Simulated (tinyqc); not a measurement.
Worked calculation: plane-wave Kohn-Sham cycle with exchange-only LDA in a layered model solid. One step of it, computed by the program tinyqc.

Problem. Iteration 2: levels at that k. Diagonalise the Hermitian matrix.

H (hartree):
```
           -3         -2         -1         +0         +1         +2         +3
-3   0.514147  -0.126238   0.022993   0.002863   0.000531   0.000310   0.000130
-2  -0.126238   0.073627  -0.126238   0.022993   0.002863   0.000531   0.000310
-1   0.022993  -0.126238  -0.171106  -0.126238   0.022993   0.002863   0.000531
+0   0.002863   0.022993  -0.126238  -0.220053  -0.126238   0.022993   0.002863
+1   0.000531   0.002863   0.022993  -0.126238  -0.073213  -0.126238   0.022993
+2   0.000310   0.000531   0.002863   0.022993  -0.126238   0.269414  -0.126238
+3   0.000130   0.000310   0.000531   0.002863   0.022993  -0.126238   0.807827
```

Give: eigenvalues.

Solution.

eigenvalues (hartree): -0.3583  -0.2002  -0.0331  0.1115  0.2896  0.5523  0.8389
